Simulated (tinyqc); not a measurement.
Vacuum evaporation: vapour pressure, source flux, thickness distribution, purity and step coverage: one step, computed by the program tinyqc.

Molecular flow, unit sticking of the metal, no re-evaporation. The background gas is taken as water vapour (18.015 g/mol, collision diameter 0.37 nm) at 300 K.

Problem. Rate and uniformity on a fixed wafer above the source. A small source emits (n + 1) Phi area cos^n(phi)/(2 pi) per solid angle; on a parallel plane at height h and lateral distance l the arrival rate is (n + 1) Phi area/(2 pi h^2) x (1 + (l/h)^2)^(-(n + 3)/2). Growth rate = arrival rate x m/rho, m = M u. The wafer is fixed and centred above the source.

Inputs (values chosen for the exercise, modelled on indium, with constants for the liquid): molar mass M = 114.8 g/mol; film density rho = 7.31 g/cm^3; source temperature T = 1160 K; source area = 0.32 cm^2; directionality n = 1; source-to-wafer distance h = 38 cm; wafer radius R = 10 cm.

flux Phi = 4.204519e+17 1/(cm^2 s)

Constants: u = 1.6605390666e-27 kg.

Give: arrival rate at the centre; growth rate at the centre; edge over centre; non-uniformity (max - min)/(max + min); share of the material that lands on the wafer, 1 - (1 + (R/h)^2)^(-(n + 1)/2).

Solution.

arrival rate at the centre = 2.9659e+13 1/(cm^2 s)

growth rate at the centre = 0.0077343 nm/s

edge over centre = 0.87466

non-uniformity (max - min)/(max + min) = 6.6860 %

share of the material that lands on the wafer, 1 - (1 + (R/h)^2)^(-(n + 1)/2) = 6.4767 %
